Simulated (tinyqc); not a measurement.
Inside a calculation. Model: space-charge-limited current through a thin insulating or semi-insulating film with traps. Computed by tinyqc, a small Python program that keeps every step. Command: `OMP_NUM_THREADS=1 python tinyqc.py 3030537 3030538 out.jsonl sclc walk`. One thread of a shared host (Intel(R) Xeon(R) Processor @ 2.30GHz), about 0.01 s of CPU time with the checks. Intermediate numbers are printed to about 6 digits and carried at full precision; extremes and crossings named in words are read from the listed rows.

One ohmic injecting contact at x = 0 (field zero), drift only, non-degenerate free carriers.

Inputs (values chosen for the exercise, modelled on Si3N4):
```
quantity                                            value        unit
permittivity eps                                      7.5           -
band mobility mu                                     0.09  cm^2/(V s)
effective density of states N_c                   1.1e+20      1/cm^3
trap density N_t                                  8.4e+14      1/cm^3
equilibrium Fermi level below the band edge, E_0     0.84          eV
thickness d                                          1400          nm
free density at the anode, in units of N_c        3.5e-08           -
temperature T                                         400           K
trap level E_t below the band edge                   0.49          eV
```

Traps: single level.

Constants: k_B = 8.617333262e-05 eV/K; e = 1.602176634e-19 C; eps_0 = 8.8541878128e-12 F/m.

## Equilibrium and landmark voltages

Free density n_0 = N_c exp(-E_0/k_B T) in equilibrium; trapped density n_t(n) = N_t/(1 + n_1/n), n_1 = N_c exp(-E_t/k_B T). theta = n/(n + n_t) at the anode density; trap-filled-limit voltage V_TFL = e (N_t - n_t(n_0)) d^2/(2 eps eps_0).

n_0 = 2.86985e+09 1/cm^3

n_t(n_0) = 3.26931e+10 1/cm^3

theta = 0.0845519

V_TFL = 1.98604 V

## One point of the curve

J = e mu n F and (eps eps_0/e) dF/dx = n - n_0 + n_t(n) - n_t(n_0) = rho(n). With F = J/(e mu n): d = (eps eps_0 J/(e^2 mu)) I_1 and V = (eps eps_0 J^2/(e^3 mu^2)) I_2, I_k = int_(n_L)^infinity dn/(n^(k+1) rho(n)), n_L the density at the anode; with u = n_L/n, 200 Gauss-Legendre points in t, u = 1 - (1 - t)^2. Anode field J/(e mu n_L); Mott-Gurney current (9/8) eps eps_0 mu V^2/d^3; ohmic current e n_0 mu V/d.

I_1 = 2.97889e-27 cm^6

I_2 = 5.05305e-40 cm^9

current density J = 1.63504e-04 A/cm^2

voltage V = 0.269279 V

anode field over mean field V/d = 1.53123

trap-free Mott-Gurney current = 0.00177675 A/cm^2

ohmic current = 7.95950e-08 A/cm^2

J is 0.0920 times the trap-free law and 2050 times the ohmic current; theta is 0.0846. The field ratio is 1 for ohmic flow, 3/2 for the square law and 2 for a uniform fixed charge; here 1.53. Caution: V is below 10 k_B T/e, where diffusion from the contact, left out here, dominates.

## The whole curve

The last column is d ln J/d ln V up to the next row.

Current against voltage:
```
n_L (1/cm^3)        V (V)   J (A/cm^2)    slope
3.00e+09      6.09272e-05  2.27905e-11  1.62146
1.30e+10      8.80841e-04  1.73298e-09  1.93996
5.50e+10      4.15867e-03  3.51917e-08  1.99042
2.30e+11      1.77133e-02  6.29654e-07  2.01571
9.90e+11      7.49318e-02  1.15258e-05  2.07716
4.20e+12      2.91073e-01  1.93117e-04  2.28810
1.80e+13      9.31589e-01  2.76579e-03  2.78524
7.70e+13      2.15384e+00  2.85509e-02  2.95940
3.30e+14      4.47573e+00  2.48698e-01  2.45780
1.40e+15      1.16625e+01  2.61782e+00  2.14088
5.90e+15      4.02180e+01  3.70630e+01  2.03646
2.50e+16      1.60700e+02  6.22393e+02        -
```

The slope starts at 1.62, peaks at 3.0 between 2.15 and 4.48 V and ends at 2.04. Rows below 0.34 V (10 k_B T/e) are formal, since diffusion from the contact rules there. Self-heating is left out, although J V exceeds 1e5 W/cm^2 at the last row. No slope between rows exceeds 4, so the step at the trap-filled limit is weak or is smeared by the row spacing.

Checks made by the program: trap-free limit against the Mott-Gurney law (relative difference 5e-08).
